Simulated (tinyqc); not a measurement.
What each parameter does: shallow donor in an anisotropic valley (effective-mass theory).

One valley: H = -c [(d2/dx2 + d2/dy2)/mt + (d2/dz2)/ml] - q/(eps r), c = hbar^2/2m0, q = e^2/(4 pi eps0). Trial function exp(-sqrt((x^2 + y^2)/a^2 + z^2/b^2)) with a > b: T = (c/3)(2/(mt a^2) + 1/(ml b^2)), V = -(q/eps) atan(u/b)/u, u = sqrt(a^2 - b^2). The central cell of the impurity is left out.

Constants: hbar^2/2m0 = 3.80998211 eV angstrom^2; e^2/(4 pi eps0) = 14.39964547 eV angstrom.

Parameters, chosen for this exercise (out of a larger set: near those of Ge; not measured data):
```
symbol  value  unit  meaning
ml      1.566  m0    longitudinal mass
mt      0.085  m0    transverse mass
eps     15.5         dielectric constant
```

The minimum of the trial energy. Each row changes one parameter from the base and keeps the others.

Results:
```
case           E (meV)  a (angstrom)  b (angstrom)    b/a
base             -9.92         60.33         21.78  0.361
ml = 1.958 m0   -10.30         58.87         19.68  0.334
mt = 0.094 m0   -10.78         55.19         20.63  0.374
eps = 14        -12.16         54.49         19.67  0.361
```

The largest shifts from the base row, up to three for each result and ties (the steps differ in size, so this ranks the rows, not the parameters). E (meV): eps -2.24, mt -0.86, ml -0.38. a (angstrom): eps -5.84, mt -5.14, ml -1.46. b (angstrom): eps -2.11, ml -2.10, mt -1.16. b/a: ml -0.027, mt +0.013; unchanged at the printed digits by eps. eps only rescales the solution (E as 1/eps^2, lengths as eps), so b/a depends on ml/mt alone.

tinyqc: `OMP_NUM_THREADS=1 python tinyqc.py 1250916 1250917 out.jsonl`; about 0.01 s, one thread, shared Intel(R) Xeon(R) Processor @ 2.30GHz.
